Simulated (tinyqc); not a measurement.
Long-channel MOSFET, surface-potential model: effect of the insulator thickness.

n-channel transistor on a uniformly doped p-type body, gradual-channel approximation, constant mobility, Boltzmann statistics, full ionisation. Potentials are counted from the neutral body; V is the electron quasi-Fermi potential, Vsb at the source and Vsb + Vds at the drain. Charges are magnitudes per area.

ni = sqrt(Nc Nv) exp(-Eg/(2 Vt)), Eg in volts; phiF = Vt ln(Na/ni); Cox = eps0 eox/tox; gamma = sqrt(2 q eps0 eps_r Na)/Cox. The surface potential psi at channel potential V solves Vgs + Vsb - Vfb - psi = gamma sqrt(G), G = psi - Vt + Vt exp((psi - 2 phiF - V)/Vt). Charge sheet: Qi = Cox gamma [sqrt(G) - sqrt(psi - Vt)]; I = mu (W/L) [integral of Qi dpsi from psi_0 to psi_L (drift) + Vt (Qi0 - QiL) (diffusion)], with psi_0 at V = Vsb and psi_L at V = Vsb + Vds. VT = Vfb + 2 phiF + gamma sqrt(2 phiF + Vsb), m = 1 + gamma/(2 sqrt(2 phiF + Vsb)). The swing is 20 mV/log10[I(VT - 0.14 V)/I(VT - 0.16 V)] of the charge-sheet current at the given Vds.

Inputs (values chosen for the exercise); material values those of a made-up semiconductor:
- T = 300 K (temperature)
- Eg = 1.13 eV (band gap)
- eps_r = 11.6 (relative permittivity of the semiconductor)
- Nc = 2.24e19 cm^-3 (conduction-band density of states at T)
- Nv = 2.43e19 cm^-3 (valence-band density of states at T)
- Na = 4.2e17 cm^-3 (acceptor density of the body)
- eox = 7.85 (relative permittivity of the gate insulator)
- Vfb = -0.77 V (flat-band voltage)
- mu = 260 cm^2/(V s) (channel mobility)
- W = 2 um (gate width)
- L = 0.5 um (gate length)
- Vsb = 0 V (source-body reverse bias)
- Vgs = 2.75 V (gate-source voltage)
- Vds = 0.5 V (drain-source voltage)

Constants: q = 1.602176634e-19 C, kB = 1.380649e-23 J/K, Vt = kB T/q, eps0 = 8.8541878128e-14 F/cm where lengths are in cm. Results are converted to the units shown.

Effect of the insulator thickness:
```
tox (nm)  gamma (V^0.5)  VT (V)      m  swing (mV/decade)  I at Vgs, Vds (uA)
8                0.4279  0.5633  1.223              75.28               752.8
11               0.5884  0.7174  1.306              80.73               495.1
15               0.8024  0.9228  1.418              87.98               310.8
20                1.070   1.180  1.557              97.09               183.9
26                1.391   1.488  1.724              108.2               96.45
36                1.926   2.002  2.003              127.1               22.10
48                2.568   2.618  2.337              150.7              0.7197
```

As tox goes from 8 to 48 nm, VT rises from 0.563 to 2.62 V, the swing rises from 75.3 to 151 mV a decade and the current falls from 753 to 0.720 uA. The swing is 3.4 % above m Vt ln 10 in the first row and 8.4 % above it in the last. For tox = 8 to 36 nm the surface electron density at the source passes 0.3 Nc, where degeneracy and quantisation, left out here, matter.

Program tinyqc, `OMP_NUM_THREADS=1 python tinyqc.py 2360172 2360173 out.jsonl`; Intel Xeon 2.30GHz, shared host, one thread, about 0.06 s.
